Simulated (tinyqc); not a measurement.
From one set of inputs to another, one input at a time: thermal stress, cracking, delamination and buckling of a thin film; Griffith cracks and misfitting inclusions. Computed by tinyqc, a small Python program. Command: `OMP_NUM_THREADS=1 python tinyqc.py 3021538 3021539 out.jsonl filmcrack ladder`. One thread of a shared host (Intel(R) Xeon(R) Processor @ 2.30GHz), about 0.01 s of CPU time with the checks.

Isotropic linear elasticity; the substrate is much thicker than the film; stress is positive in tension.

The inputs printed are set A. Set A is modelled on a porous low-k oxide on silicon; the values taken over come from a set modelled on a silicon nitride film on silicon. Inputs not listed in the table keep their values of set A, so the rows need not describe a real material.

Inputs (values chosen for the exercise, modelled on a porous low-k oxide on silicon): film Young's modulus E = 8.07 GPa; film Poisson ratio nu = 0.26; film expansion alpha_f = 12.4 1e-6/K; substrate expansion alpha_s = 3.2 1e-6/K; deposition temperature T_d = 500 K; final temperature T = 300 K; intrinsic stress = -7.8 MPa; film thickness h = 1.4 micrometre; film toughness Gamma_f = 1.78 J/m^2; interface toughness Gamma_i = 3.6 J/m^2; substrate Young's modulus E_s = 148 GPa; substrate Poisson ratio nu_s = 0.21; inclusion radius R = 2.5 micrometre.

Inclusion: long cylinder (a filled via).

Method:
- Thermal strain = (alpha_f - alpha_s)(T_d - T); stress = E/(1 - nu) x strain + intrinsic stress; plane-strain modulus Ebar = E/(1 - nu^2); G0 = stress^2 h/(2 Ebar) is the energy freed per area when a long strip loses its stress across its width.
- Dundurs alpha = (Ebar - Ebar_s)/(Ebar + Ebar_s), with Ebar_s = E_s/(1 - nu_s^2). The channel-crack factor is taken as g = 1.258 (1 - alpha)^(-0.7), a rough interpolation chosen for the exercise (1.258 is the value for matched materials).
- Channel crack through the film: G = pi g G0, critical thickness where G = Gamma_f. Steady delamination from an edge: G = G0, critical thickness where G = Gamma_i.
- Film material fills a long cylinder of radius R in the substrate, with the misfit e = thermal strain (it wants to shrink if e > 0). With the axial strain held by the substrate, s0 = (1 + nu) e/[(1 + nu)(1 - 2 nu)/E + (1 + nu_s)/E_s]; inside s_rr = s_tt = s0 and s_zz = E e + 2 nu s0; outside s_rr = s0 (R/r)^2, s_tt = -s_rr. Keep-out radius: where |s_rr| falls to 10 MPa (R if it is lower at the wall).

Each row keeps all changes above it; columns: (1) input moved; (2) from; (3) to; (4) critical thickness for delamination (micrometre); (5) radial stress at the wall s0 (MPa); (6) keep-out radius (micrometre):
```
(1)                                   (2)   (3)        (4)    (5)    (6)
set A                                   -     -  4.142e+02   27.9   4.18
substrate Young's modulus E_s (GPa)   148   153  4.142e+02   28.0   4.18
deposition temperature T_d (K)        500   525  2.855e+02   31.5   4.44
film thickness h (micrometre)         1.4   1.7  2.855e+02   31.5   4.44
film toughness Gamma_f (J/m^2)       1.78  8.95  2.855e+02   31.5   4.44
intrinsic stress (MPa)               -7.8   620  1.509e-01   31.5   4.44
film Young's modulus E (GPa)         8.07   247  1.110e+00  251.8  12.55
film Poisson ratio nu                0.26  0.24  1.129e+00  244.0  12.35
```

Critical thickness for delamination goes from 414 to 1.13, a factor 0.00273 in all. The largest single move comes from intrinsic stress (a factor 5.29e-4), and film Young's modulus E works against it (a factor 7.35). Radial stress at the wall s0 goes from 27.9 to 244, a factor 8.75 in all. The largest single move comes from film Young's modulus E (a factor 8.00). Keep-out radius goes from 4.18 to 12.3, a factor 2.96 in all. The largest single move comes from film Young's modulus E (a factor 2.83). The single moves hold for this order of the switches; the total does not depend on the order.

Caution (rows set A, substrate Young's modulus E_s, deposition temperature T_d, film thickness h, film toughness Gamma_f): a critical thickness above 100 micrometres is no longer thin against a usual wafer, so it is only formal. Caution (rows intrinsic stress, film Young's modulus E, film Poisson ratio nu): at a stress above 0.4 % of E a ductile film would yield, and the elastic value is then an upper bound; a brittle film in tension cracks instead.

Extremes, crossings and ranges named in words are read from the listed rows.
